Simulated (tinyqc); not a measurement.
Swing curve: thickness of the top film: thin-film optics by transfer matrices.

Indices N = n + i k. Snell: N0 sin(theta) = N_j sin(theta_j), with Im(N_j cos theta_j) >= 0. Admittance y_j = N_j cos theta_j for s and N_j/cos theta_j for p. Phase delta_j = 2 pi N_j cos theta_j d_j/lambda. Layer matrix [[cos delta, -i sin delta/y], [-i y sin delta, cos delta]], multiplied from the top down to M. (B, C) = M (1, y_sub); r = (y0 B - C)/(y0 B + C), R = |r|^2, T = 4 Re y0 Re y_sub/|y0 B + C|^2, absorbed in the films 1 - R - T.

Parameters, chosen for this exercise (indices near those of resist, SiO2 on Al; shifted at random, so the results belong to these values and not to a real crystal): lam = 365 nm (vacuum wavelength); n0 = 1 (ambient index); n = (1.67, 1.47, 0.416) (n of resist, SiO2, substrate); k = (0.026, 0, 4.528) (k in the same order); d = (484, 238) nm (thicknesses, top first); theta = 65 degrees (angle of incidence); pol = s (polarisation).

The first entry of d takes the values listed.

Stack:

| d_1 (nm) | R | T | absorbed |
|---|---|---|---|
| 484.0 | 0.5097 | 0.0314 | 0.4589 |
| 505.7 | 0.0461 | 0.0566 | 0.8972 |
| 527.4 | 0.2548 | 0.0409 | 0.7043 |
| 549.0 | 0.5844 | 0.0217 | 0.3939 |
| 570.7 | 0.6848 | 0.0162 | 0.2990 |
| 592.4 | 0.6526 | 0.0176 | 0.3298 |
| 614.1 | 0.4433 | 0.0273 | 0.5293 |
| 635.8 | 0.0378 | 0.0445 | 0.9177 |
| 657.5 | 0.2154 | 0.0340 | 0.7506 |
| 679.1 | 0.5297 | 0.0195 | 0.4508 |
| 722.5 | 0.6011 | 0.0161 | 0.3828 |
| 744.2 | 0.3943 | 0.0238 | 0.5819 |

Give the missing row, d_1 (nm) = 700.8.

Computed row:
```
d_1 (nm)       R       T  absorbed
700.8     0.6351  0.0149    0.3500
```

R swings between 0.0378 and 0.6848 on these points. The period is lambda/(2 Re(N_1 cos theta_1)) = 130.1 nm, six rows. The swing shrinks from 0.6387 in the first period to 0.5972 in the second, as the film absorbs the wave that returns from below. The swing ratio (max - min)/mean is 1.50.

tinyqc: `OMP_NUM_THREADS=1 python tinyqc.py 1650119 1650120 out.jsonl`; about 0.01 s, one thread, shared Intel(R) Xeon(R) Processor @ 2.30GHz.
